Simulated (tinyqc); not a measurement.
Free-carrier optics of a doped semiconductor (Drude model with one polar phonon): sweeps and comparisons. A value that a table varies takes the place of the one given here.

eps(E) = ei [1 - Ep^2/(E^2 + i E Gam)] + (es - ei) wT^2/(wT^2 - E^2 - i E gT), with Ep^2 = 8 pi c (e^2/(4 pi eps0)) N/(m ei), c = hbar^2/2m0, N in 1/angstrom^3 (1e-24 per 1/cm^3); Gam = hbar/tau, tau = mu m m0/e with m0/e = 5.685630e-12 kg/C and mu in m^2/(V s). Energies in meV.

n + i k = sqrt(eps1 + i eps2) with k >= 0; R = ((n - 1)^2 + k^2)/((n + 1)^2 + k^2) at normal incidence from vacuum; alpha = 2 E k/(hbar c), times 1e8 for 1/cm; loss function Im(-1/eps) = eps2/(eps1^2 + eps2^2).

Constants: hbar^2/2m0 = 3.80998211 eV angstrom^2; e^2/(4 pi eps0) = 14.39964547 eV angstrom; hbar = 6.58211957e-16 eV s; hbar c = 1973.269805 eV angstrom.

Values chosen for the exercise (mass and dielectric values near those of GaAs; N and mu are free inputs; interband absorption and the rise of the mass with filling are left out; shifted at random, so the results belong to these values and not to a real crystal):
- m = 0.0687 m0 (conductivity mass)
- ei = 11.22 (high-frequency dielectric constant)
- wT = 33.8 meV (TO phonon)
- es = 13.28 (static dielectric constant)
- N = 3.5e+18 1/cm^3 (carrier density)
- mu = 1700 cm^2/(V s) (mobility)
- gT = 0.9 meV (phonon damping)
- E = 33.8 meV (photon energy)

## The coupled modes against doping

L-, L+ solve E^4 - (wL^2 + Ep^2) E^2 + Ep^2 wT^2 = 0, wL = wT sqrt(es/ei); damping left out; energies in meV.

Modes:

| N (1/cm^3) | Ep | L- | L+ | Ep sqrt(ei/es) |
|---|---|---|---|---|
| 2.0e+16 | 5.98 | 5.49 | 36.85 | 5.50 |
| 8.0e+16 | 11.96 | 10.90 | 37.10 | 11.00 |
| 2.0e+17 | 18.91 | 16.95 | 37.72 | 17.39 |
| 5.0e+17 | 29.91 | 25.17 | 40.16 | 27.49 |
| 8.0e+17 | 37.83 | 29.02 | 44.06 | 34.77 |
| 2.0e+18 | 59.81 | 32.48 | 62.25 | 54.98 |
| 3.0e+18 | 73.26 | 33.00 | 75.03 | 67.33 |
| 8.0e+18 | 119.63 | 33.53 | 120.57 | 109.96 |
| 2.0e+19 | 189.15 | 33.70 | 189.72 | 173.86 |

wL = 36.77 meV

How do the results move?

At low density L- follows Ep sqrt(ei/es) (5.49 against 5.50), a plasmon screened by the lattice, and L+ starts at wL. At the highest density L- has come within 0.10 meV of wT, since the carriers screen the field that lifts wL, and L+ is within 0.57 meV of Ep. The branches are closest, 15.00 meV, at 5e+17 1/cm^3 of those listed. The mass is held fixed, while in a real band it rises with filling.

## Reflectance across the plasma edge

Spectrum:

| E (meV) | eps1 | eps2 | R | alpha (1/cm) |
|---|---|---|---|---|
| 7.9 | -423.82 | 548.61 | 0.935 | 1.89e+04 |
| 23.7 | -91.18 | 44.67 | 0.915 | 2.36e+04 |
| 39.6 | -36.42 | 11.01 | 0.912 | 2.45e+04 |
| 55.4 | -12.18 | 4.00 | 0.849 | 1.99e+04 |
| 67.3 | -4.65 | 2.25 | 0.718 | 1.51e+04 |
| 79.1 | -0.29 | 1.39 | 0.234 | 7.43e+03 |
| 87.0 | 1.69 | 1.05 | 0.048 | 3.41e+03 |
| 98.9 | 3.84 | 0.72 | 0.110 | 1.82e+03 |
| 118.7 | 6.09 | 0.41 | 0.180 | 1.01e+03 |
| 158.3 | 8.33 | 0.18 | 0.236 | 488 |
| 237.4 | 9.93 | 0.05 | 0.269 | 199 |
| 395.6 | 10.76 | 0.01 | 0.284 | 68.9 |

How do the results move?

Ep = 79.1 meV and Gam = 9.9 meV. R is 0.935 at the lowest energy and lowest, 0.048, at 87.0 meV of those listed; without damping and phonon it would vanish at Ep sqrt(ei/(ei - 1)) = 82.9 meV. At the highest energy R is 0.284, against 0.292 for ei alone. Between the last two rows alpha goes as E^-2.08, where the Drude limit far above Ep and Gam is E^-2. Inside the metallic range the phonon cuts a dip in R near L-, below wT = 33.8 meV, which the rows may miss.

## Free-carrier absorption and index change in the near infrared

At the wavelengths listed E = hc/lambda (hc = 1239.841984 eV nm). Approximate forms: alpha = ei Ep^2 Gam/(E^2 sqrt(ei) hbar c) and dn = -sqrt(ei) Ep^2/(2 E^2). The phonon term is left out here.

Free carriers:

| lambda (micrometre) | E (meV) | alpha (1/cm) | alpha, approximate | dn | dn, approximate |
|---|---|---|---|---|---|
| 1.31 | 946.4 | 11.8 | 11.8 | -0.0117 | -0.0117 |
| 1.55 | 799.9 | 16.5 | 16.5 | -0.0164 | -0.0164 |
| 2.00 | 619.9 | 27.6 | 27.4 | -0.0274 | -0.0273 |
| 3.00 | 413.3 | 62.8 | 61.7 | -0.0619 | -0.0614 |
| 5.00 | 248.0 | 180 | 171 | -0.175 | -0.171 |
| 8.00 | 155.0 | 508 | 439 | -0.467 | -0.437 |
| 10.60 | 117.0 | 1.03e+03 | 770 | -0.874 | -0.766 |

What can be read from the table?

At 1.55 micrometre alpha = 16.5 1/cm and dn = -0.0164; a phase shift of pi needs a length lambda/(2 |dn|) = 47.2 micrometre, over which the loss is 0.34 dB. The approximate alpha is within 5 % up to 3 micrometre of the wavelengths listed; it needs photon energies well above both Ep and Gam, which lie at 15.7 and 125.1 micrometre. Interband and intervalley absorption are left out.

## What moves the optical constants

At the energy E. Each row changes one parameter from the base and keeps the others.

Results:

| case | Ep (meV) | Gam (meV) | R | alpha (1/cm) |
|---|---|---|---|---|
| base | 79.13 | 9.91 | 0.8131 | 2.96e+04 |
| N = 5.25e+18 1/cm^3 | 96.91 | 9.91 | 0.8509 | 3.42e+04 |
| m = 0.0824 m0 | 72.25 | 8.26 | 0.7990 | 2.80e+04 |
| mu = 1020 cm^2/(V s) | 79.13 | 16.52 | 0.8049 | 2.94e+04 |
| ei = 11.78 | 77.22 | 9.91 | 0.8112 | 2.77e+04 |
| E = 40.6 meV | 79.13 | 9.91 | 0.9085 | 2.41e+04 |

How do the results move?

The largest shifts from the base row, up to three for each result and ties (the steps differ in size, so this ranks the rows, not the parameters). Ep (meV): N +17.78, m -6.88, ei -1.90; unchanged at the printed digits by mu and E. Gam (meV): mu +6.61, m -1.65; unchanged at the printed digits by N, ei and E. R: E +0.0954, N +0.0378, m -0.0141. alpha (1/cm): E -5.52e+03, N +4.59e+03, ei -1.98e+03.

Run: tinyqc, `OMP_NUM_THREADS=1 python tinyqc.py 1682652 1682653 out.jsonl`; Intel(R) Xeon(R) Processor @ 2.30GHz, one thread, shared host; about 0.01 s of CPU time with all checks.
